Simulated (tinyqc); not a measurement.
As the film thickens, and with more bath resistance: electroplating on a thin resistive seed layer: kinetics, Wagner number and the terminal effect across a wafer. Computed by tinyqc, a small Python program. Command: `OMP_NUM_THREADS=1 python tinyqc.py 3120827 3120828 out.jsonl terminal walk`. One thread of a shared host (Intel(R) Xeon(R) Processor @ 2.30GHz), about 0.02 s of CPU time with the checks.

Current enters the seed at the rim. The bath is treated as a local resistance per area (no lateral flow in the liquid), two electrons per ion, molar volume 7.11 cm^3/mol, Faraday constant F = e N_A, kinematic viscosity 0.01 cm^2/s, omega = 2 pi x rpm/60; k_B T/e is in volts.

Inputs (values chosen for the exercise, of the order of those for copper plating from an acid sulfate bath):

| quantity | value | unit |
|---|---|---|
| wafer radius R | 15 | cm |
| seed thickness t | 19 | nm |
| seed resistivity | 3.6 | microohm cm |
| bath conductivity kappa | 0.23 | S/cm |
| gap to the anode h | 10 | cm |
| extra resistance of a porous plate | 52 | ohm cm^2 |
| exchange current density i_0 | 0.48 | mA/cm^2 |
| cathodic transfer coefficient alpha | 0.63 | - |
| mean current density | 33 | mA/cm^2 |
| diffusivity of the metal ion | 5.3e-06 | cm^2/s |
| metal ion concentration | 0.85 | mol/L |
| rotation rate | 200 | rpm |
| temperature T | 298 | K |

Constants: e = 1.602176634e-19 C; N_A = 6.02214076e+23 1/mol; k_B = 8.617333262e-05 eV/K.

Method:
- Growth rate = i V_m/(2 F). Levich limit i_L = 0.62 x 2 F D^(2/3) omega^(1/2) nu^(-1/6) c. Tafel overpotential eta = (k_B T/(alpha e)) ln(i/i_0); kinetic resistance k_B T/(alpha e i); bath resistance h/kappa + plate; R_s = resistivity/t; Wagner number = kinetic resistance x kappa/R.
- Full model: seed potential phi(r) with (1/r)(r phi')' = R_s i, where i solves phi = R_b i + (k_B T/(alpha e)) ln(i/i_0) (phi being the driving voltage left at r); phi'(0) = 0 and phi'(R) = R_s i_mean R/2. Solved by collocation to a tolerance of 1e-7.
- The film is taken as uniform, with the seed resistivity; the last column adds 100 ohm cm^2 to R_b. Extra power of that plate = i^2 x 100 ohm cm^2 x area.

sheet resistance R_s = 1.89474 ohm/square

bath resistance R_b = 95.4783 ohm cm^2

Edge over centre:

| thickness (nm) | R_s (ohm/square) | as given | with 100 ohm cm^2 more |
|---|---|---|---|
| 19.0 | 1.8947 | 2.4433 | 1.6196 |
| 28.5 | 1.2632 | 1.8805 | 1.3951 |
| 38.0 | 0.9474 | 1.6315 | 1.2898 |
| 57.0 | 0.6316 | 1.4024 | 1.1889 |
| 95.0 | 0.3789 | 1.2328 | 1.1113 |
| 190.0 | 0.1895 | 1.1133 | 1.0549 |
| 380.0 | 0.0947 | 1.0559 | 1.0273 |

extra power = 76.977 W

What does the comparison show, and why?

The ratio falls below 1.1 from 380 nm on as given, and from 190 nm on with the added resistance: what counts is R_s R^2 against the sum of kinetic and bath resistance.
